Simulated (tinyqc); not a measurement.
## Mobility and doping from two currents

Inverse problem. A trap-free film with injecting contacts is fitted, with diffusion neglected, by J = q mu N V/Lf + (9/8) eps0 eps_r mu V^2/Lf^3. Find mu, N and the voltage at which both terms are equal.

Inputs (values chosen for the exercise):
```
symbol  value  unit                meaning
eps_r    9.64        relative permittivity
Lf        500    nm         film thickness
```

Constants: q = 1.602176634e-19 C, eps0 = 8.8541878128e-14 F/cm where lengths are in cm. Results are converted to the units shown.

J at 3.3 and 17 V (A/cm^2): [1.3400821, 16.385752]

Solution. J/V is a straight line in V: the slope gives mu and the intercept mu N.

mu = 0.005300 cm^2/(V s)
N = 1.600e16 cm^-3
crossover voltage = 6.674 V

Numbers from tinyqc (`OMP_NUM_THREADS=1 python tinyqc.py 2730018 2730019 out.jsonl`; about 0.06 s on one thread of a shared Intel Xeon 2.30GHz).
